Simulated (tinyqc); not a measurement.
Worked calculation: empirical pseudopotential in a few plane waves. Computed by tinyqc, a small Python program that keeps every step. Settings: plane-wave index or count = 15. Command: `OMP_NUM_THREADS=1 python tinyqc.py 31407 31408 out.jsonl` (the two numbers bound the seeds that draw the settings). One thread of a shared host (Intel(R) Xeon(R) Processor @ 2.60GHz), about 0.2 s of CPU time with the checks.

## Bloch Hamiltonian at G

Parameters chosen for this model: fcc lattice, atoms at +/- a/8 (1,1,1); form factors in rydberg at |G|^2 in units of (2 pi/a)^2:
```
parameter                 value      unit
a                      6.270000  angstrom
VS(3)                 -0.257000        Ry
VS(8)                  0.044000        Ry
VS(11)                 0.088000        Ry
VA(3)                         0        Ry
VA(4)                         0        Ry
VA(11)                        0        Ry
hbar^2/2m (2 pi/a)^2   3.826023        eV
```

k point G (2 pi / a): 0  0  0

Basis: the 15 shortest G (labels in 2 pi/a), the same at every k. H(G,G') = c |k + G|^2 delta + VS(|G-G'|^2) cos((G-G').tau) + i VA sin((G-G').tau), tau = a/8 (1,1,1); 1 Ry = 13.605693 eV.

H(k) at G (eV), lower triangle:
```
           +0+0+0     -1-1-1     -1-1+1     -1+1-1     -1+1+1     +1-1-1     +1-1+1     +1+1-1
+0+0+0   0.000000
-1-1-1   2.472514  11.478069
-1-1+1  -2.472514   0.000000  11.478069
-1+1-1  -2.472514   0.000000   0.598650  11.478069
-1+1+1  -2.472514  -0.598650   0.000000   0.000000  11.478069
+1-1-1  -2.472514   0.000000   0.598650   0.598650   0.000000  11.478069
+1-1+1  -2.472514  -0.598650   0.000000   0.000000   0.598650   0.000000  11.478069
+1+1-1  -2.472514  -0.598650   0.000000   0.000000   0.598650   0.000000   0.598650  11.478069
+1+1+1   2.472514   0.000000  -0.598650  -0.598650   0.000000  -0.598650   0.000000   0.000000
-2+0+0   0.000000  -2.472514  -2.472514  -2.472514   2.472514   0.846620  -0.846620  -0.846620
+0-2+0   0.000000  -2.472514  -2.472514   0.846620  -0.846620  -2.472514   2.472514  -0.846620
+0+0-2   0.000000  -2.472514   0.846620  -2.472514  -0.846620  -2.472514  -0.846620   2.472514
+0+0+2   0.000000  -0.846620   2.472514  -0.846620  -2.472514  -0.846620  -2.472514   0.846620
+0+2+0   0.000000  -0.846620  -0.846620   2.472514  -2.472514  -0.846620   0.846620  -2.472514
+2+0+0   0.000000  -0.846620  -0.846620  -0.846620   0.846620   2.472514  -2.472514  -2.472514

           +1+1+1     -2+0+0     +0-2+0     +0+0-2     +0+0+2     +0+2+0     +2+0+0
+1+1+1  11.478069
-2+0+0  -0.846620  15.304092
+0-2+0  -0.846620   0.598650  15.304092
+0+0-2  -0.846620   0.598650   0.598650  15.304092
+0+0+2  -2.472514  -0.598650  -0.598650   0.000000  15.304092
+0+2+0  -2.472514  -0.598650   0.000000  -0.598650   0.598650  15.304092
+2+0+0  -2.472514   0.000000  -0.598650  -0.598650   0.598650   0.598650  15.304092
```

## Levels at G

Diagonalise the Hermitian matrix.

eigenvalues (eV): -3.004386  6.094539  6.094539  6.094539  9.435173  10.879419  10.879419  10.879419  14.106791  14.106791  16.278406  20.088971  20.088971  20.088971  21.537542

## Bands along a path

The same steps at evenly spaced points between the labelled ones.

Bands along the path (eV), lowest eight:
```
k            band 1    band 2    band 3    band 4     band 5     band 6     band 7     band 8
L         -1.194518  1.562446  5.772268  5.772268   9.850589  12.118364  12.118364  16.665978
L-G 0.20  -1.644475  2.079546  5.708278  5.708278   9.807577  11.911357  11.911357  15.795132
L-G 0.40  -2.188167  3.054780  5.762942  5.762942   9.900034  11.726512  11.726512  13.973040
L-G 0.60  -2.630756  4.246783  5.894262  5.894262  10.043663  11.411783  11.411783  12.248692
L-G 0.80  -2.909699  5.450006  6.033388  6.033388   9.893590  11.042372  11.042372  11.076025
G         -3.004386  6.094539  6.094539  6.094539   9.435173  10.879419  10.879419  10.879419
G-X 0.20  -2.877773  5.381181  5.941455  5.941455  10.165663  10.713564  11.251419  11.251419
G-X 0.40  -2.499684  4.064448  5.617707  5.617707  10.389272  11.165509  12.229752  12.229752
G-X 0.60  -1.875431  2.712916  5.330898  5.330898  10.161053  11.057801  13.602859  13.602859
G-X 0.80  -1.014047  1.462238  5.203824  5.203824  10.173653  10.527967  15.248303  15.248303
X          0.071765  0.364847  5.296638  5.296638  10.162214  10.500861  17.116051  17.116051
```

With 4 band(s) filled, the highest filled level on these points lies at G and the lowest empty one at G: a gap of 3.3406 eV, direct. This holds for the small fixed basis; with all plane waves up to |k + G|^2 = 21 (2 pi/a)^2 the gap along the path is 3.65 eV.

## Convergence with the number of plane waves

Levels at G counted from the fourth one.

Levels (eV):
```
plane waves     level 1   level 5   level 8
9            -13.883804  0.000000  2.394602
15            -9.098925  3.340634  4.784879
27            -8.209328  4.267399  4.601935
51            -8.391643  4.540515  4.870554
59            -8.537304  4.502100  4.584402
65            -8.579267  4.502100  4.503816
89            -8.498957  4.457486  4.573721
```
